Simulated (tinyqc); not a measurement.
Quasiparticle equation with a plasmon-pole self-energy for two band edges, step by step. Values are carried at full precision from step to step, so a last printed digit may differ when a step is redone from the rounded ones.

For each edge E = e + X + Sc(E), with the correlation part Sc(E) = A[0]/(E - a + w) + A[1]/(E - b - w); a and b are the valence and conduction energies that enter the Green function (a = ev, b = ec in the one-shot scheme). Z = 1/(1 - dSc/dE), dSc/dE = -A[0]/(E - a + w)^2 - A[1]/(E - b - w)^2.

Parameters, chosen for this exercise (scales of the order of those of Ge; the results hold for these values, not for the real material): ev = 0 eV (mean-field valence top); ec = 0.1 eV (mean-field conduction edge); w = 14.2 eV (pole energy); Av = (38.2, 22.3) eV^2 (weights of the valence state on the hole and electron poles); Ac = (20.4, 40.1) eV^2 (the same for the conduction state); Xv = -1.55 eV (exchange minus the mean-field potential, valence); Xc = 1.88 eV (the same, conduction).

## Linearised one-shot correction

Evaluate Sc and its slope at the mean-field energy; E = e + Z (X + Sc).

Terms:
```
edge        Sc (eV)   dSc/dE       Z  X + Sc (eV)   E (eV)
valence      1.1307  -0.2985  0.7701      -0.4193  -0.3229
conduction  -1.3974  -0.2986  0.7700       0.4826   0.4716
```

gap = 0.7946 eV
gap with Z = 1 = 1.0019 eV

The gap opens by 0.695 eV, 46 % of it by lowering the valence top. Setting Z = 1 would overshoot by 0.207 eV. X and Sc have opposite signs and are each larger than the sum they leave, so both must be converged well.

## Solving the equation for the conduction edge

Newton steps on f(E) = E - ec - Xc - Sc(E) from E = ec; the first step is the linearised result.

Iterates:
```
step   E (eV)   Sc (eV)     f (eV)
0     0.10000  -1.39737  -0.482630
1     0.47165  -1.50940   0.001047
2     0.47084  -1.50916   0.000000
3     0.47084  -1.50916   0.000000
```

The linearisation errs by +0.8 meV, as the shift is only 0.026 of the pole energy.

## All solutions for the valence state

Multiplying out gives a cubic; give its three roots and their weights Z.

roots (eV): -16.824  -0.322  15.696

weights: 0.1522  0.7677  0.0801

The weights add up to 1. The satellite below lies 16.50 eV from the main peak, 16 % more than w: this scheme places plasmon satellites too far out, and gives one where a cumulant form gives a series.

## Updating the energies in the Green function

Solve both equations exactly, put the results in place of a and b, and repeat five times; w is kept.

Cycles (eV):
```
cycle       Ev      Ec     gap
1      -0.3224  0.4708  0.7933
2      -0.3416  0.5064  0.8480
3      -0.3418  0.5105  0.8523
4      -0.3415  0.5112  0.8526
5      -0.3414  0.5113  0.8526
```

The update moves the gap by +59 meV from the one-shot value; each cycle shrinks the change to about 0.08 of the one before.

## Checks

- Sum of the weights of the three roots: both 1.000000.
- Newton result against the root by bisection (eV): both 0.47084.

Computed by tinyqc, a small Python program: `OMP_NUM_THREADS=1 python tinyqc.py 1880442 1880443 out.jsonl` (the numbers bound the seed that draws the inputs); one thread of a shared host (Intel(R) Xeon(R) Processor @ 2.30GHz), about 0.02 s for the whole set of steps.
